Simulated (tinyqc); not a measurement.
Harmonic frequencies on the UHF/6-31g surface (energies and gradients from PySCF), for H2-, spin multiplicity 2, step by step. The basis has no diffuse functions, so it cannot describe the extra electron: this is an exercise in the method, not the real anion. One step of it, computed by the program tinyqc.

Question. Normal modes. Diagonalise H_ij / sqrt(m_i m_j); the 5 smallest eigenvalues belong to translations and rotations; wavenumber = sqrt(eigenvalue / 1822.888) x 219474.63; each mode has its largest component positive (the first on a tie); zero-point energy = sum of wavenumbers / 2, with 349.755 1/cm per kcal/mol.

Hessian (symmetrised) (hartree/bohr^2), order 1Hx, 1Hy, 1Hz, 2Hx, 2Hy, 2Hz:
$$\begin{pmatrix}
-0.00000060 & 0.00000000 & 0.00000000 & 0.00000060 & 0.00000000 & 0.00000000 \\
0.00000000 & -0.00000060 & 0.00000000 & 0.00000000 & 0.00000060 & 0.00000000 \\
0.00000000 & 0.00000000 & 0.01831333 & 0.00000000 & 0.00000000 & -0.01831333 \\
0.00000060 & 0.00000000 & 0.00000000 & -0.00000060 & 0.00000000 & 0.00000000 \\
0.00000000 & 0.00000060 & 0.00000000 & 0.00000000 & -0.00000060 & 0.00000000 \\
0.00000000 & 0.00000000 & -0.01831333 & 0.00000000 & 0.00000000 & 0.01831333
\end{pmatrix}$$

masses (u): 1H 1.007825, 2H 1.007825

Give: eigenvalues of the mass-weighted Hessian; harmonic wavenumbers of the vibrations; mass-weighted modes; zero-point energy.

Answer.

eigenvalues of the mass-weighted Hessian (hartree/(bohr^2 u)): [0.0000, 0.0000, 0.0000, 0.0000, 0.0000, 0.0363]

harmonic wavenumbers of the vibrations (1/cm): [980.0]

mass-weighted modes, order 1Hx, 1Hy, 1Hz, 2Hx, 2Hy, 2Hz:
$$\begin{pmatrix}
0.0000 \\
0.0000 \\
0.7071 \\
0.0000 \\
0.0000 \\
-0.7071
\end{pmatrix}$$

zero-point energy = 1.4009 kcal/mol
